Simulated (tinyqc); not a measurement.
Thermoelectric coefficients with electrons and holes, Landauer integrals: one step of the calculation.

Bulk parabolic band, x = (E - Ec)/kB T, C = hbar^2/(2 m0), kB T in eV. Modes per area gv m kB T x/(4 pi C) times the back-scattering length l0 x^rr give the transport function s0 X(x), s0 = (2 q^2/h) gv m kB T l0/(4 pi C), X = x^(1 + rr). Holes have the same form with the prefactor bb s0 and the reduced level -eta - xg in place of eta. I_k = int X (x - eta)^k w dx, w = 1/(4 cosh^2((x - eta)/2)).

Question. Both bands together. sigma = s0 I_0, S = -(kB/q) I_1/I_0, Lorenz number L = (kB/q)^2 [I_2/I_0 - (I_1/I_0)^2], kappa_e = L sigma T. With both bands: sigma = sigma_n + sigma_p, S = (sigma_n S_n + sigma_p S_p)/sigma with S_p = +(kB/q) I_1/I_0 of the holes, and kappa_e is the sum of L sigma T of both bands and the bipolar term sigma_n sigma_p (S_p - S_n)^2 T/sigma. Power factor S^2 sigma, ZT = S^2 sigma T/(kappa_e + kL).

Parameters, values chosen for the exercise: temperature T = 200 K; mass of one valley m = 1.1 m0; valleys gv = 6; back-scattering length at x = 1 l0 = 6.4 nm; lattice thermal conductivity kL = 2 W/(m K); reduced Fermi level (EF - Ec)/kB T eta = 0.3; gap over kB T xg = 2.9; ratio of the hole prefactor to the electron prefactor bb = 2.1.

Constants: q = 1.602176634e-19 C, kB = 1.380649e-23 J/K, hbar = 1.054571817e-34 J s, h = 6.62607015e-34 J s, m0 = 9.1093837015e-31 kg, Vt = kB T/q, hbar^2/(2 m0) = 0.0380998212 eV nm^2. Results are converted to the units shown.

sigma = 1510.0901 S/cm
S = -225.66231 uV/K
kappa_e = 0.58257584 W/(m K)
converged I_0, I_1, I_2 of the holes: 0.053422805  0.30545810  1.8803255

Give: sigma_p; S_p; S; bipolar kappa; ZT.

Answer.

sigma_p = 132.2 S/cm
S_p = 492.7 uV/K
S = -167.8 uV/K
bipolar kappa = 1.254 W/(m K)
ZT = 0.2381

Holes carry 8.05 % of the conductivity and change S from -226 to -168 uV/K. Electrons alone would give ZT = 0.596.

Range of the model: Parabolic bands, elastic scattering and a fixed kL make these model figures, not those of a material.

Computed by the program tinyqc: `OMP_NUM_THREADS=1 python tinyqc.py 2800004 2800005 out.jsonl`, one thread of a shared Intel Xeon 2.30GHz, about 0.03 s for the whole run.
